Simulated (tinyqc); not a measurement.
## Sharing a fixed EOT between the layers

Without charge in the stack, a voltage of 0.8 V over an EOT of 0.77 nm gives F1 = (V/EOT)(3.9/e1) and F2 = F1 e1/e2; t2 = e2 (EOT/3.9 - t1/e1).

Inputs (values chosen for the exercise):
- e1 = 8.93 (relative permittivity of layer 1)
- e2 = 22 (relative permittivity of layer 2)

Result of one run:

| t2 (nm) | physical thickness (nm) | drop over layer 1 (V) | drop over layer 2 (V) |
|---|---|---|---|
| 4.3436 | 4.3436 | 0 | 0.80000 |

Which thickness of layer 1, next to the semiconductor t1 gave this result: 0, 0.64, 1.28 or 1.5 nm?

t1 = 0 nm.

The whole series:

| t1 (nm) | t2 (nm) | physical thickness (nm) | drop over layer 1 (V) | drop over layer 2 (V) |
|---|---|---|---|---|
| 0 | 4.3436 | 4.3436 | 0 | 0.80000 |
| 0.21 | 3.8262 | 4.0362 | 0.095287 | 0.70471 |
| 0.43 | 3.2842 | 3.7142 | 0.19511 | 0.60489 |
| 0.64 | 2.7669 | 3.4069 | 0.29040 | 0.50960 |
| 0.86 | 2.2249 | 3.0849 | 0.39022 | 0.40978 |
| 1.07 | 1.7075 | 2.7775 | 0.48551 | 0.31449 |
| 1.28 | 1.1902 | 2.4702 | 0.58079 | 0.21921 |
| 1.5 | 0.64818 | 2.1482 | 0.68062 | 0.11938 |

Each 0.1 nm of layer 1 costs 0.246 nm of layer 2, so the physical thickness falls from 4.34 to 2.15 nm. The fields do not change, 4.54 MV/cm in layer 1 and 1.84 MV/cm in layer 2, and layer 1 takes half of the voltage at t1 = 0.882 nm.

tinyqc, about 0.01 s, one thread, Intel Xeon 2.30GHz (shared host): `OMP_NUM_THREADS=1 python tinyqc.py 2010160 2010161 out.jsonl`
